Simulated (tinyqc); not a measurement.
Inside a calculation (part 1 of 2). Method: RKS/B3LYP (VWN-RPA form) in the 6-31g basis, for H3+, spin multiplicity 1. Computed by tinyqc, a small Python program that keeps every step (integrals from PySCF). Settings: charge = 1, multiplicity = 1, basis = 6-31g, energy threshold = 1e-10, iteration cap = 78, orthogonalisation = canonical, start = core, DIIS depth = 4, method = RKS, functional = b3lyp, grid = [40, 86]. Command: `OMP_NUM_THREADS=1 python tinyqc.py 29918 29919 out.jsonl` (the two numbers bound the seeds that draw the settings). One thread of a shared host (Intel(R) Xeon(R) Processor @ 2.60GHz), about 0.5 s of CPU time with the checks. Later iterations appear only in the table of the cycle.

## One-electron integrals

Geometry (angstrom):
```
atom       x       y       z
H     0.0000  0.0000  0.0000
H     0.0000  0.0000  0.9620
H     0.0000  0.8330  0.4800
```

Basis 6-31g: exponents (1/bohr^2) and contraction coefficients of normalised primitives:
```
element  l (shell)  exponent  coefficient
H            s (1)   18.7311       0.0335
H            s (1)    2.8254       0.2347
H            s (1)    0.6401       0.8138
H            s (2)    0.1613       1.0000
```

Overlap, kinetic and nuclear-attraction integrals over the contracted functions; the nuclear repulsion is the sum of Za Zb / Rab.

nuclear repulsion = 1.650356 hartree

overlap S:
```
        1H 1s   1H 2s   2H 1s   2H 2s   3H 1s   3H 2s
1H 1s  1.0000  0.6583  0.2785  0.4264  0.2789  0.4266
1H 2s  0.6583  1.0000  0.4264  0.7661  0.4266  0.7663
2H 1s  0.2785  0.4264  1.0000  0.6583  0.2782  0.4262
2H 2s  0.4264  0.7661  0.6583  1.0000  0.4262  0.7659
3H 1s  0.2789  0.4266  0.2782  0.4262  1.0000  0.6583
3H 2s  0.4266  0.7663  0.4262  0.7659  0.6583  1.0000
```

kinetic energy T (hartree):
```
        1H 1s   1H 2s   2H 1s   2H 2s   3H 1s   3H 2s
1H 1s  1.3957  0.2597  0.0484  0.1192  0.0488  0.1194
1H 2s  0.2597  0.2419  0.1192  0.1524  0.1194  0.1525
2H 1s  0.0484  0.1192  1.3957  0.2597  0.0482  0.1191
2H 2s  0.1192  0.1524  0.2597  0.2419  0.1191  0.1523
3H 1s  0.0488  0.1194  0.0482  0.1191  1.3957  0.2597
3H 2s  0.1194  0.1525  0.1191  0.1523  0.2597  0.2419
```

nuclear attraction V (hartree):
```
         1H 1s    1H 2s    2H 1s    2H 2s    3H 1s    3H 2s
1H 1s  -2.7511  -1.4530  -0.7326  -0.9810  -0.7338  -0.9816
1H 2s  -1.4530  -1.5825  -0.9809  -1.2875  -0.9815  -1.2880
2H 1s  -0.7326  -0.9809  -2.7505  -1.4527  -0.7318  -0.9805
2H 2s  -0.9810  -1.2875  -1.4527  -1.5822  -0.9806  -1.2873
3H 1s  -0.7338  -0.9815  -0.7318  -0.9806  -2.7509  -1.4529
3H 2s  -0.9816  -1.2880  -0.9805  -1.2873  -1.4529  -1.5824
```

core Hamiltonian H = T + V (hartree):
```
         1H 1s    1H 2s    2H 1s    2H 2s    3H 1s    3H 2s
1H 1s  -1.3554  -1.1933  -0.6842  -0.8618  -0.6850  -0.8622
1H 2s  -1.1933  -1.3405  -0.8616  -1.1351  -0.8621  -1.1355
2H 1s  -0.6842  -0.8616  -1.3548  -1.1929  -0.6836  -0.8614
2H 2s  -0.8618  -1.1351  -1.1929  -1.3403  -0.8615  -1.1349
3H 1s  -0.6850  -0.8621  -0.6836  -0.8615  -1.3552  -1.1931
3H 2s  -0.8622  -1.1355  -0.8614  -1.1349  -1.1931  -1.3404
```

## Two-electron integrals

Functions are numbered as in S; the eight-fold symmetry (ij|kl) = (ji|kl) = (kl|ij) leaves the list below.

Two-electron integrals (ij|kl) in chemists' order, unique and non-zero (hartree):
```
(11|11) 1.0766   (21|11) 0.5785   (21|21) 0.3294   (22|11) 0.5874
(22|21) 0.3613   (22|22) 0.4532   (31|11) 0.2293   (31|21) 0.1332
(31|22) 0.1499   (31|31) 0.0726   (32|11) 0.2541   (32|21) 0.1576
(32|22) 0.1986   (32|31) 0.0928   (32|32) 0.1371   (33|11) 0.5376
(33|21) 0.3427   (33|22) 0.4504   (33|31) 0.2293   (33|32) 0.3654
(33|33) 1.0766   (41|11) 0.3654   (41|21) 0.2093   (41|22) 0.2317
(41|31) 0.0928   (41|32) 0.1129   (41|33) 0.2541   (41|41) 0.1371
(42|11) 0.4184   (42|21) 0.2597   (42|22) 0.3323   (42|31) 0.1230
(42|32) 0.1743   (42|33) 0.4184   (42|41) 0.1743   (42|42) 0.2659
(43|11) 0.3427   (43|21) 0.2170   (43|22) 0.2855   (43|31) 0.1332
(43|32) 0.2093   (43|33) 0.5785   (43|41) 0.1576   (43|42) 0.2597
(43|43) 0.3294   (44|11) 0.4504   (44|21) 0.2855   (44|22) 0.3840
(44|31) 0.1499   (44|32) 0.2317   (44|33) 0.5874   (44|41) 0.1986
(44|42) 0.3323   (44|43) 0.3613   (44|44) 0.4532   (51|11) 0.2297
(51|21) 0.1334   (51|22) 0.1501   (51|31) 0.0608   (51|32) 0.0746
(51|33) 0.1661   (51|41) 0.0886   (51|42) 0.1148   (51|43) 0.1039
(51|44) 0.1317   (51|51) 0.0728   (52|11) 0.2543   (52|21) 0.1577
(52|22) 0.1987   (52|31) 0.0746   (52|32) 0.1019   (52|33) 0.2350
(52|41) 0.1065   (52|42) 0.1578   (52|43) 0.1476   (52|44) 0.1907
(52|51) 0.0930   (52|52) 0.1372   (53|11) 0.1658   (53|21) 0.1038
(53|22) 0.1315   (53|31) 0.0607   (53|32) 0.0884   (53|33) 0.2291
(53|41) 0.0745   (53|42) 0.1146   (53|43) 0.1330   (53|44) 0.1497
(53|51) 0.0608   (53|52) 0.0884   (53|53) 0.0725   (54|11) 0.2350
(54|21) 0.1476   (54|22) 0.1907   (54|31) 0.0745   (54|32) 0.1064
(54|33) 0.2539   (54|41) 0.1018   (54|42) 0.1577   (54|43) 0.1575
(54|44) 0.1985   (54|51) 0.0886   (54|52) 0.1351   (54|53) 0.0927
(54|54) 0.1370   (55|11) 0.5379   (55|21) 0.3428   (55|22) 0.4505
(55|31) 0.1659   (55|32) 0.2349   (55|33) 0.5374   (55|41) 0.2350
(55|42) 0.3665   (55|43) 0.3426   (55|44) 0.4503   (55|51) 0.2297
(55|52) 0.3656   (55|53) 0.2291   (55|54) 0.3653   (55|55) 1.0766
(61|11) 0.3656   (61|21) 0.2094   (61|22) 0.2318   (61|31) 0.0885
(61|32) 0.1065   (61|33) 0.2350   (61|41) 0.1351   (61|42) 0.1705
(61|43) 0.1476   (61|44) 0.1908   (61|51) 0.0930   (61|52) 0.1131
(61|53) 0.0745   (61|54) 0.1065   (61|55) 0.2543   (61|61) 0.1372
(62|11) 0.4186   (62|21) 0.2598   (62|22) 0.3324   (62|31) 0.1147
(62|32) 0.1578   (62|33) 0.3665   (62|41) 0.1704   (62|42) 0.2547
(62|43) 0.2309   (62|44) 0.3060   (62|51) 0.1232   (62|52) 0.1745
(62|53) 0.1146   (62|54) 0.1704   (62|55) 0.4186   (62|61) 0.1745
(62|62) 0.2661   (63|11) 0.2349   (63|21) 0.1475   (63|22) 0.1906
(63|31) 0.0885   (63|32) 0.1350   (63|33) 0.3653   (63|41) 0.1064
(63|42) 0.1703   (63|43) 0.2092   (63|44) 0.2316   (63|51) 0.0746
(63|52) 0.1064   (63|53) 0.0927   (63|54) 0.1128   (63|55) 0.2539
(63|61) 0.1018   (63|62) 0.1577   (63|63) 0.1370   (64|11) 0.3665
(64|21) 0.2309   (64|22) 0.3059   (64|31) 0.1147   (64|32) 0.1703
(64|33) 0.4183   (64|41) 0.1577   (64|42) 0.2545   (64|43) 0.2596
(64|44) 0.3322   (64|51) 0.1148   (64|52) 0.1704   (64|53) 0.1228
(64|54) 0.1742   (64|55) 0.4183   (64|61) 0.1578   (64|62) 0.2546
(64|63) 0.1742   (64|64) 0.2658   (65|11) 0.3428   (65|21) 0.2171
(65|22) 0.2855   (65|31) 0.1038   (65|32) 0.1475   (65|33) 0.3426
(65|41) 0.1476   (65|42) 0.2309   (65|43) 0.2169   (65|44) 0.2854
(65|51) 0.1334   (65|52) 0.2094   (65|53) 0.1330   (65|54) 0.2092
(65|55) 0.5785   (65|61) 0.1577   (65|62) 0.2598   (65|63) 0.1575
(65|64) 0.2596   (65|65) 0.3294   (66|11) 0.4505   (66|21) 0.2855
(66|22) 0.3841   (66|31) 0.1316   (66|32) 0.1907   (66|33) 0.4503
(66|41) 0.1907   (66|42) 0.3060   (66|43) 0.2854   (66|44) 0.3840
(66|51) 0.1501   (66|52) 0.2318   (66|53) 0.1497   (66|54) 0.2316
(66|55) 0.5874   (66|61) 0.1987   (66|62) 0.3324   (66|63) 0.1985
(66|64) 0.3322   (66|65) 0.3613   (66|66) 0.4532
```

## Orthogonalisation

S = U s U^T; canonical form X = U s^(-1/2), so that X^T S X = 1. Each column of U has its largest component positive (the first on a tie).

eigenvalues of S: 0.1411  0.1413  0.4569  0.8136  0.8146  3.6324

X:
```
             1        2        3        4        5       6
1H 1s  -0.7655   0.2532   0.6902   0.7981  -0.2640  0.1783
1H 2s   1.9162  -0.6333  -0.5030   0.3187  -0.1054  0.2449
2H 1s   0.1635  -0.7897   0.6909  -0.1702   0.8224  0.1783
2H 2s  -0.4091   1.9748  -0.5025  -0.0682   0.3291  0.2449
3H 1s   0.6022   0.5363   0.6905  -0.6277  -0.5588  0.1783
3H 2s  -1.5073  -1.3412  -0.5028  -0.2509  -0.2232  0.2449
```

## Starting guess

The start is the orbitals of the core Hamiltonian; D = 2 C_occ C_occ^T.

D at the start:
```
        1H 1s   1H 2s   2H 1s   2H 2s   3H 1s   3H 2s
1H 1s  0.2730  0.0666  0.2726  0.0665  0.2728  0.0666
1H 2s  0.0666  0.0163  0.0665  0.0162  0.0666  0.0162
2H 1s  0.2726  0.0665  0.2722  0.0664  0.2724  0.0665
2H 2s  0.0665  0.0162  0.0664  0.0162  0.0665  0.0162
3H 1s  0.2728  0.0666  0.2724  0.0665  0.2727  0.0665
3H 2s  0.0666  0.0162  0.0665  0.0162  0.0665  0.0162
```

## Iteration 1: exchange-correlation on the grid

Becke grid with 40 radial and 86 angular points per atom, points of zero weight dropped. rho = sum D_ij phi_i phi_j; V_xc,ij = sum w v_xc phi_i phi_j plus the gradient terms; v_xc is d(rho eps)/d rho at fixed gradient. Exact exchange is left to K.

The 16 grid points with the largest w rho, of 10293 (bohr, atomic units):
```
x             y       z       w     rho  |grad rho|^2   eps_xc     v_xc
0.0000   0.7098  0.9071  0.0099  0.1673        0.0020  -0.3707  -0.4847
-0.3235  0.7726  0.9071  0.0113  0.1460        0.0208  -0.3605  -0.4590
0.3235   0.7726  0.9071  0.0113  0.1460        0.0208  -0.3605  -0.4590
-0.3757  0.6432  0.9071  0.0122  0.1355        0.0192  -0.3529  -0.4480
0.3757   0.6432  0.9071  0.0122  0.1355        0.0192  -0.3529  -0.4480
0.0000   0.3235  0.8015  0.0099  0.1670        0.0017  -0.3704  -0.4844
0.0000   0.3235  1.0164  0.0099  0.1669        0.0016  -0.3703  -0.4844
-0.5796  0.5796  0.5796  0.0151  0.1038        0.0257  -0.3326  -0.4067
0.5796   0.5796  0.5796  0.0151  0.1038        0.0257  -0.3326  -0.4067
-0.5796  0.5796  1.2383  0.0151  0.1036        0.0256  -0.3324  -0.4065
0.5796   0.5796  1.2383  0.0151  0.1036        0.0256  -0.3324  -0.4065
-0.1634  0.6002  0.6002  0.0097  0.1596        0.0078  -0.3667  -0.4759
0.1634   0.6002  0.6002  0.0097  0.1596        0.0078  -0.3667  -0.4759
-0.1634  0.6002  1.2178  0.0098  0.1593        0.0077  -0.3665  -0.4757
0.1634   0.6002  1.2178  0.0098  0.1593        0.0077  -0.3665  -0.4757
-0.3195  0.3195  0.7369  0.0105  0.1461        0.0205  -0.3605  -0.4592
```

electrons on the grid, sum of w rho = 1.9999

E_xc = sum of w rho eps_xc = -0.606285 hartree

V_xc (hartree):
```
         1H 1s    1H 2s    2H 1s    2H 2s    3H 1s    3H 2s
1H 1s  -0.4195  -0.2243  -0.1169  -0.1528  -0.1170  -0.1529
1H 2s  -0.2243  -0.2266  -0.1528  -0.1875  -0.1529  -0.1876
2H 1s  -0.1169  -0.1528  -0.4192  -0.2242  -0.1167  -0.1527
2H 2s  -0.1528  -0.1875  -0.2242  -0.2265  -0.1527  -0.1874
3H 1s  -0.1170  -0.1529  -0.1167  -0.1527  -0.4193  -0.2242
3H 2s  -0.1529  -0.1876  -0.1527  -0.1874  -0.2242  -0.2265
```

## Iteration 1: building the Kohn-Sham matrix

J_ij = sum D_kl (ij|kl), K_ij = sum D_kl (ik|jl); F = H + J - 0.1 K + V_xc; E = tr D H + tr D J / 2 - 0.05 tr D K + E_xc + E_nn.

Coulomb J (hartree):
```
        1H 1s   1H 2s   2H 1s   2H 2s   3H 1s   3H 2s
1H 1s  1.3865  0.8246  0.4119  0.5605  0.4126  0.5608
1H 2s  0.8246  0.9817  0.5603  0.7947  0.5608  0.7950
2H 1s  0.4119  0.5603  1.3855  0.8241  0.4114  0.5601
2H 2s  0.5605  0.7947  0.8241  0.9813  0.5602  0.7945
3H 1s  0.4126  0.5608  0.4114  0.5602  1.3861  0.8244
3H 2s  0.5608  0.7950  0.5601  0.7945  0.8244  0.9815
```

exchange K (hartree):
```
        1H 1s   1H 2s   2H 1s   2H 2s   3H 1s   3H 2s
1H 1s  0.9029  0.7400  0.6381  0.6679  0.6387  0.6682
1H 2s  0.7400  0.6965  0.6674  0.6720  0.6680  0.6723
2H 1s  0.6381  0.6674  0.9010  0.7388  0.6376  0.6672
2H 2s  0.6679  0.6720  0.7388  0.6959  0.6675  0.6719
3H 1s  0.6387  0.6680  0.6376  0.6675  0.9022  0.7395
3H 2s  0.6682  0.6723  0.6672  0.6719  0.7395  0.6962
```

Kohn-Sham matrix F (hartree):
```
         1H 1s    1H 2s    2H 1s    2H 2s    3H 1s    3H 2s
1H 1s  -0.4787  -0.6669  -0.4530  -0.5209  -0.4534  -0.5211
1H 2s  -0.6669  -0.6551  -0.5209  -0.5952  -0.5211  -0.5953
2H 1s  -0.4530  -0.5209  -0.4787  -0.6668  -0.4527  -0.5207
2H 2s  -0.5209  -0.5952  -0.6668  -0.6550  -0.5207  -0.5951
3H 1s  -0.4534  -0.5211  -0.4527  -0.5207  -0.4786  -0.6669
3H 2s  -0.5211  -0.5953  -0.5207  -0.5951  -0.6669  -0.6551
```

total energy of this density = -1.304480 hartree

## Iteration 1: diagonalisation and new density

Diagonalise F' = X^T F X, C = X C', fill 1 alpha and 1 beta electrons from the bottom; D = 2 C_occ C_occ^T. Each column has its largest component positive (the first on a tie).

F' = X^T F X (hartree):
```
         1        2        3        4        5        6
1   0.3219   0.0000   0.0001  -0.3470   0.0000   0.0000
2   0.0000   0.3219  -0.0001   0.0000  -0.3464   0.0000
3   0.0001  -0.0001   0.1791   0.0000   0.0000  -0.2371
4  -0.3470   0.0000   0.0000  -0.1603   0.0000   0.0000
5   0.0000  -0.3464   0.0000   0.0000  -0.1615   0.0000
6   0.0000   0.0000  -0.2371   0.0000   0.0000  -0.9118
```

orbital energies (hartree): MO1 -0.9611, MO2 -0.3422, MO3 -0.3417, MO4 0.2283, MO5 0.5026, MO6 0.5033

coefficients C:
```
          MO1      MO2      MO3      MO4      MO5      MO6
1H 1s  0.3152  -0.1122   0.3541   0.6399   0.3349  -1.0517
1H 2s  0.1374  -0.3713   1.1751  -0.5429  -0.4956   1.5558
2H 1s  0.3151   0.3630  -0.0799   0.6396  -1.0783   0.2358
2H 2s  0.1375   1.2018  -0.2655  -0.5414   1.5951  -0.3486
3H 1s  0.3151  -0.2509  -0.2741   0.6397   0.7427   0.8166
3H 2s  0.1374  -0.8301  -0.9100  -0.5421  -1.0989  -1.2077
```

D after iteration 1:
```
        1H 1s   1H 2s   2H 1s   2H 2s   3H 1s   3H 2s
1H 1s  0.1987  0.0866  0.1987  0.0867  0.1987  0.0866
1H 2s  0.0866  0.0377  0.0866  0.0378  0.0866  0.0377
2H 1s  0.1987  0.0866  0.1986  0.0866  0.1986  0.0866
2H 2s  0.0867  0.0378  0.0866  0.0378  0.0866  0.0378
3H 1s  0.1987  0.0866  0.1986  0.0866  0.1986  0.0866
3H 2s  0.0866  0.0377  0.0866  0.0378  0.0866  0.0378
```

## Iteration 2: exchange-correlation on the grid

As before.

The 16 grid points with the largest w rho, of 10293 (bohr, atomic units):
```
x             y       z       w     rho  |grad rho|^2   eps_xc     v_xc
0.3757   0.6432  0.9071  0.0122  0.1241        0.0135  -0.3428  -0.4364
-0.3757  0.6432  0.9071  0.0122  0.1241        0.0135  -0.3428  -0.4364
-0.3235  0.7726  0.9071  0.0113  0.1326        0.0143  -0.3494  -0.4461
0.3235   0.7726  0.9071  0.0113  0.1326        0.0143  -0.3494  -0.4461
0.0000   0.7098  0.9071  0.0099  0.1505        0.0012  -0.3587  -0.4691
0.0000   0.3235  0.8015  0.0099  0.1501        0.0010  -0.3583  -0.4688
0.0000   0.3235  1.0164  0.0099  0.1501        0.0010  -0.3583  -0.4688
-0.5796  0.5796  1.2383  0.0151  0.0968        0.0186  -0.3240  -0.3990
0.5796   0.5796  1.2383  0.0151  0.0968        0.0186  -0.3240  -0.3990
0.5796   0.5796  0.5796  0.0151  0.0969        0.0186  -0.3241  -0.3991
-0.5796  0.5796  0.5796  0.0151  0.0969        0.0186  -0.3241  -0.3991
-0.6971  0.1898  0.6971  0.0176  0.0817        0.0182  -0.3119  -0.3760
0.6971   0.1898  0.6971  0.0176  0.0817        0.0182  -0.3119  -0.3760
0.6971   0.1898  1.1209  0.0176  0.0816        0.0182  -0.3119  -0.3760
-0.6971  0.1898  1.1209  0.0176  0.0816        0.0182  -0.3119  -0.3760
0.6971   0.8771  1.0969  0.0176  0.0815        0.0182  -0.3118  -0.3759
```

electrons on the grid, sum of w rho = 1.9999

E_xc = sum of w rho eps_xc = -0.565384 hartree

V_xc (hartree):
```
         1H 1s    1H 2s    2H 1s    2H 2s    3H 1s    3H 2s
1H 1s  -0.4101  -0.2221  -0.1146  -0.1511  -0.1147  -0.1512
1H 2s  -0.2221  -0.2291  -0.1511  -0.1890  -0.1511  -0.1891
2H 1s  -0.1146  -0.1511  -0.4100  -0.2220  -0.1144  -0.1510
2H 2s  -0.1511  -0.1890  -0.2220  -0.2291  -0.1510  -0.1890
3H 1s  -0.1147  -0.1511  -0.1144  -0.1510  -0.4100  -0.2220
3H 2s  -0.1512  -0.1891  -0.1510  -0.1890  -0.2220  -0.2291
```

## Iteration 2: building the Kohn-Sham matrix

As before.

Coulomb J (hartree):
```
        1H 1s   1H 2s   2H 1s   2H 2s   3H 1s   3H 2s
1H 1s  1.3379  0.8006  0.3968  0.5432  0.3974  0.5435
1H 2s  0.8006  0.9631  0.5431  0.7783  0.5434  0.7785
2H 1s  0.3968  0.5431  1.3374  0.8004  0.3964  0.5429
2H 2s  0.5432  0.7783  0.8004  0.9629  0.5429  0.7781
3H 1s  0.3974  0.5434  0.3964  0.5429  1.3376  0.8005
3H 2s  0.5435  0.7785  0.5429  0.7781  0.8005  0.9630
```

exchange K (hartree):
```
        1H 1s   1H 2s   2H 1s   2H 2s   3H 1s   3H 2s
1H 1s  0.8499  0.7329  0.6042  0.6614  0.6046  0.6616
1H 2s  0.7329  0.7288  0.6612  0.7022  0.6615  0.7023
2H 1s  0.6042  0.6612  0.8491  0.7324  0.6039  0.6611
2H 2s  0.6614  0.7022  0.7324  0.7284  0.6612  0.7021
3H 1s  0.6046  0.6615  0.6039  0.6612  0.8495  0.7327
3H 2s  0.6616  0.7023  0.6611  0.7021  0.7327  0.7286
```

Kohn-Sham matrix F (hartree):
```
         1H 1s    1H 2s    2H 1s    2H 2s    3H 1s    3H 2s
1H 1s  -0.5126  -0.6880  -0.4623  -0.5358  -0.4628  -0.5361
1H 2s  -0.6880  -0.6795  -0.5358  -0.6161  -0.5360  -0.6163
2H 1s  -0.4623  -0.5358  -0.5124  -0.6878  -0.4620  -0.5356
2H 2s  -0.5358  -0.6161  -0.6878  -0.6793  -0.5357  -0.6160
3H 1s  -0.4628  -0.5360  -0.4620  -0.5357  -0.5125  -0.6879
3H 2s  -0.5361  -0.6163  -0.5356  -0.6160  -0.6879  -0.6794
```

total energy of this density = -1.321559 hartree

## Iteration 2: DIIS over 2 matrices

error matrix X^T (FDS - SDF) X:
```
        1       2       3       4        5        6
1  0.0000  0.0000  0.0000  0.0000   0.0000   0.0000
2  0.0000  0.0000  0.0000  0.0000   0.0000   0.0000
3  0.0000  0.0000  0.0000  0.0000   0.0000  -0.0087
4  0.0000  0.0000  0.0000  0.0000   0.0000  -0.0001
5  0.0000  0.0000  0.0000  0.0000   0.0000   0.0002
6  0.0000  0.0000  0.0087  0.0001  -0.0002   0.0000
```

B (overlaps of the stored error matrices):
```
                1               2
1   8.3711849e-02  -3.5447898e-03
2  -3.5447898e-03   1.5017681e-04
```

Minimise |sum c_i e_i|^2 with sum c_i = 1: solve [B -1; -1 0][c; lambda] = [0; -1] with B_ij = tr e_i^T e_j, and take F = sum c_i F_i.

DIIS coefficients: 0.0406  0.9594

extrapolated F (hartree):
```
         1H 1s    1H 2s    2H 1s    2H 2s    3H 1s    3H 2s
1H 1s  -0.5113  -0.6872  -0.4620  -0.5352  -0.4624  -0.5355
1H 2s  -0.6872  -0.6785  -0.5351  -0.6153  -0.5354  -0.6154
2H 1s  -0.4620  -0.5351  -0.5110  -0.6870  -0.4616  -0.5350
2H 2s  -0.5352  -0.6153  -0.6870  -0.6783  -0.5350  -0.6152
3H 1s  -0.4624  -0.5354  -0.4616  -0.5350  -0.5111  -0.6871
3H 2s  -0.5355  -0.6154  -0.5350  -0.6152  -0.6871  -0.6784
```

## Iteration 2: diagonalisation and new density

As before.

F' = X^T F X (hartree):
```
         1        2        3        4        5        6
1   0.3079   0.0000   0.0001  -0.3389   0.0000   0.0000
2   0.0000   0.3079  -0.0002   0.0000  -0.3384   0.0000
3   0.0001  -0.0002   0.1604  -0.0001   0.0000  -0.2439
4  -0.3389   0.0000  -0.0001  -0.1908   0.0000  -0.0001
5   0.0000  -0.3384   0.0000   0.0000  -0.1918   0.0001
6   0.0000   0.0000  -0.2439  -0.0001   0.0001  -0.9408
```

orbital energies (hartree): MO1 -0.9924, MO2 -0.3626, MO3 -0.3622, MO4 0.2120, MO5 0.4787, MO6 0.4793

coefficients C:
```
          MO1      MO2      MO3      MO4      MO5      MO6
1H 1s  0.3175  -0.1122   0.3696   0.6391   0.3215  -1.0503
1H 2s  0.1356  -0.3507   1.1583  -0.5438  -0.4829   1.5769
2H 1s  0.3172   0.3764  -0.0877   0.6382  -1.0708   0.2468
2H 2s  0.1355   1.1771  -0.2749  -0.5414   1.6072  -0.3702
3H 1s  0.3174  -0.2642  -0.2819   0.6387   0.7481   0.8046
3H 2s  0.1355  -0.8260  -0.8838  -0.5426  -1.1233  -1.2075
```

D after iteration 2:
```
        1H 1s   1H 2s   2H 1s   2H 2s   3H 1s   3H 2s
1H 1s  0.2016  0.0861  0.2014  0.0860  0.2015  0.0861
1H 2s  0.0861  0.0367  0.0860  0.0367  0.0860  0.0367
2H 1s  0.2014  0.0860  0.2013  0.0860  0.2013  0.0860
2H 2s  0.0860  0.0367  0.0860  0.0367  0.0860  0.0367
3H 1s  0.2015  0.0860  0.2013  0.0860  0.2014  0.0860
3H 2s  0.0861  0.0367  0.0860  0.0367  0.0860  0.0367
```
